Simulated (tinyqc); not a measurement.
Band gaps under pressure and temperature from deformation potentials, step by step. Values are carried at full precision from step to step, so a last printed digit may differ when a step is redone from the rounded ones.

Murnaghan: V/V0 = (1 + Bp P/B0)^(-1/Bp), B0 = (C11 + 2 C12)/3. Each gap moves by a ln(V/V0) with its volume potential a, and falls with temperature by aV T^2/(T + bV) (Varshni); the two effects are added. No change of phase is considered.

Parameters, chosen for this exercise (near those of AlAs, the X and L potentials typical of such crystals; the results hold for these values, not for the real material): C11 = 125.7 GPa; C12 = 53.8 GPa; Bp = 4.77 (pressure derivative of the bulk modulus); P = 5.3 GPa (pressure); Eg = 3.079 eV (gap at Gamma to the s-like level at 0 K, 0 GPa); EgX = 2.203 eV (gap to X at 0 K, 0 GPa); EgL = 2.45 eV (gap to L at 0 K, 0 GPa); aG = -8.14 eV (volume potential of the Gamma gap); aX = 1.91 eV (volume potential of the X gap); aL = -2.78 eV (volume potential of the L gap); aV = (0.924, 0.717, 0.622) meV/K (Varshni alpha of Gamma, X, L); bV = (513, 570, 193) K (Varshni beta of Gamma, X, L); T = 300 K (temperature); aT = 5.1 1e-6/K (linear thermal expansion near 300 K).

## Volume under pressure

Give B0, V/V0, ln(V/V0), the change of the lattice constant and the linear estimate -P/B0.

B0 = 77.77 GPa
V/V0 = 0.94270
ln(V/V0) = -0.05901
change of a = -1.948 %
-P/B0 = -0.06815

The stiffening under pressure makes the compression 13.4 % smaller than the linear estimate.

## Gaps at P and T

Give both shifts and the gaps.

pressure shifts (eV): Gamma 0.4803, X -0.1127, L 0.1640

temperature shifts (eV): Gamma -0.1023, X -0.0742, L -0.1135

gaps (eV): Gamma 3.4571, X 2.0161, L 2.5005

The lowest valley is X (indirect gap), 484 meV below L; at 0 K and 0 GPa it is X.

## Pressure coefficients

Expand in P: E = E0 + c1 P + c2 P^2 with c1 = -a/B0 and c2 = a Bp/(2 B0^2).

c1 (meV/GPa): Gamma 104.67, X -24.56, L 35.75

c2 (meV/GPa^2): Gamma -3.210, X 0.753, L -1.096

Gamma and L rise under pressure and X falls, as the signs of the volume potentials say.

## Pressures at which the valleys cross

Two gaps meet at ln(V/V0) = -(E_i - E_j)/(a_i - a_j), with the gaps at T and P = 0; then P = (B0/Bp)(exp(-Bp ln(V/V0)) - 1). A dash marks expansion or a compression beyond ln(V/V0) = -0.3.

Crossings:

| pair | E_i - E_j (eV) | ln(V/V0) | P (GPa) |
|---|---|---|---|
| Gamma-X | 0.8479 | 0.0844 | - |
| Gamma-L | 0.6403 | 0.1195 | - |
| L-X | 0.2076 | 0.0443 | - |

The lowest valley stays X down to ln(V/V0) = -0.3, far beyond the phase change of the real crystal near 12 GPa.

## How much of dE/dT is thermal expansion

At 300 K: dE/dT = -aV T (T + 2 bV)/(T + bV)^2; expansion alone gives 3 aT a; the rest is electron-phonon coupling.

dE/dT (meV/K): Gamma -0.5561, X -0.4092, L -0.5267

from expansion (meV/K): Gamma -0.1245, X 0.0292, L -0.0425

remainder (meV/K): Gamma -0.4316, X -0.4385, L -0.4841

Expansion supplies 22 % of the slope at Gamma and 8 % at L; at X it works against the fall.

## Checks

- Slope of the Gamma gap at P = 0 by finite differences against c1 (meV/GPa): both 104.67.

(tinyqc, `OMP_NUM_THREADS=1 python tinyqc.py 1080767 1080768 out.jsonl`, Intel(R) Xeon(R) Processor @ 2.30GHz, 1 thread, shared host, about 0.01 s.)
